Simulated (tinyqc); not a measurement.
# Short-channel transistor, virtual-source model with series resistance: effects of single changes

The current per gate width is the charge at the top of the source barrier (the virtual source) times its velocity times a saturation function; al and be are fitting constants of the model. Units: I in uA/um, Rs in ohm um, so I Rs = 1e-6 I Rs in volts; Q in uC/cm^2, so I = 1e-4 Q vx0 Fsat with vx0 in cm/s.

Inputs (values chosen for the exercise):

| symbol | value | unit | meaning |
|---|---|---|---|
| T | 300 | K | temperature |
| Cinv | 2.9 | uF/cm^2 | inversion capacitance |
| vx0 | 2.19e7 | cm/s | velocity at the virtual source |
| mu | 1100 | cm^2/(V s) | apparent mobility |
| L | 65 | nm | channel length |
| VT0 | 0.405 | V | threshold at zero drain voltage |
| dl | 0.155 | V/V | drain-induced barrier lowering |
| n0 | 1.53 |  | subthreshold factor |
| nd | 0.1 | 1/V | growth of n with drain voltage |
| al | 3.5 |  | threshold shift (in units of Vt) from weak to strong inversion |
| be | 1.4 |  | sharpness of saturation |
| Rs | 30 | ohm um | series resistance of each contact |

Constants: q = 1.602176634e-19 C, kB = 1.380649e-23 J/K, Vt = kB T/q. Results are converted to the units shown.

Each table varies one quantity; the others keep the values above.

## Effect of the velocity at the virtual source on the on and off currents

Intrinsic voltages Vg' = Vgs - I Rs, Vd' = Vds - 2 I Rs. n = n0 + nd Vd', VT = VT0 - dl Vd', Ff = 1/(1 + exp((Vg' - VT + al Vt/2)/(al Vt))), Q = Cinv n Vt ln(1 + exp((Vg' - VT + al Vt Ff)/(n Vt))), Vdsat = (vx0 L/mu)(1 - Ff) + Vt Ff, Fsat = u/(1 + u^be)^(1/be) with u = Vd'/Vdsat, and I = Q vx0 Fsat per width. I is solved self-consistently. Ion is I at Vgs = Vds = 0.9 V, Ioff at Vgs = 0, Vds = 0.9 V, and Rlin = Vds/I at Vgs = 0.9 V, Vds = 0.05 V.

Effect of the velocity at the virtual source on the on and off currents:

| vx0 (cm/s) | Ion (uA/um) | Ioff (nA/um) | log10(Ion/Ioff) | Rlin (ohm um) |
|---|---|---|---|---|
| 5e6 | 865.2 | 771.9 | 3.050 | 124.4 |
| 7.1e6 | 1197 | 1096 | 3.038 | 114.7 |
| 1e7 | 1625 | 1542 | 3.023 | 109.5 |
| 1.4e7 | 2164 | 2156 | 3.002 | 106.5 |
| 2e7 | 2869 | 3075 | 2.970 | 104.7 |
| 2.8e7 | 3641 | 4296 | 2.928 | 103.7 |
| 4e7 | 4516 | 6116 | 2.868 | 103.0 |

What does the comparison show?

As vx0 goes from 5e6 to 4e7 cm/s, Ion rises from 865 to 4520 uA/um, Ioff rises from 772 to 6120 nA/um and Rlin falls from 124 to 103 ohm um. Ion changes by a factor of 5.22 and Ioff by 7.92. For vx0 = 7.1e6 to 4e7 cm/s the off current passes 1 uA/um, so the device is hardly off at Vgs = 0.

## Effect of the threshold at zero drain voltage on the on and off currents

Same model as above.

Effect of the threshold at zero drain voltage on the on and off currents:

| VT0 (V) | Ion (uA/um) | Ioff (nA/um) | log10(Ion/Ioff) | Rlin (ohm um) |
|---|---|---|---|---|
| 0.15 | 4267 | 2.444e5 | 1.242 | 88.77 |
| 0.2 | 4034 | 1.367e5 | 1.470 | 90.92 |
| 0.25 | 3800 | 6.688e4 | 1.754 | 93.40 |
| 0.3 | 3564 | 2.851e4 | 2.097 | 96.32 |
| 0.35 | 3329 | 1.080e4 | 2.489 | 99.76 |
| 0.4 | 3092 | 3754 | 2.916 | 103.9 |
| 0.45 | 2855 | 1235 | 3.364 | 108.9 |
| 0.5 | 2617 | 392.5 | 3.824 | 115.2 |

Read the table: what changes, and by how much?

As VT0 goes from 0.15 to 0.5 V, Ion falls from 4270 to 2620 uA/um, Ioff falls from 2.44e5 to 393 nA/um and Rlin rises from 88.8 to 115 ohm um. Ion changes by a factor of 0.613 and Ioff by 0.00161. The off current depends on it through an exponential, the on current about linearly. For VT0 = 0.15 to 0.45 V the off current passes 1 uA/um, so the device is hardly off at Vgs = 0.

## Effect of the drain-induced barrier lowering on the on and off currents

Same model as above.

Effect of the drain-induced barrier lowering on the on and off currents:

| dl (V/V) | Ion (uA/um) | Ioff (nA/um) | log10(Ion/Ioff) | Rlin (ohm um) |
|---|---|---|---|---|
| 0 | 2516.6 | 139.16 | 4.2573 | 104.67 |
| 0.04 | 2663.9 | 322.33 | 3.9172 | 104.59 |
| 0.08 | 2807.8 | 739.60 | 3.5794 | 104.51 |
| 0.12 | 2948.1 | 1673.8 | 3.2458 | 104.43 |
| 0.16 | 3085.1 | 3713.0 | 2.9195 | 104.35 |
| 0.2 | 3218.9 | 8002.9 | 2.6045 | 104.27 |
| 0.24 | 3349.4 | 16570 | 2.3056 | 104.19 |
| 0.28 | 3476.9 | 32524 | 2.0290 | 104.12 |

What does the table show?

As dl goes from 0 to 0.28 V/V, Ion rises from 2520 to 3480 uA/um, Ioff rises from 139 to 32500 nA/um and Rlin falls from 105 to 104 ohm um. Ion changes by a factor of 1.38 and Ioff by 234. The off current depends on it through an exponential, the on current about linearly. For dl = 0.12 to 0.28 V/V the off current passes 1 uA/um, so the device is hardly off at Vgs = 0.

Computed by the program tinyqc: `OMP_NUM_THREADS=1 python tinyqc.py 2380043 2380044 out.jsonl`, one thread of a shared Intel Xeon 2.30GHz, about 0.01 s for the whole run.
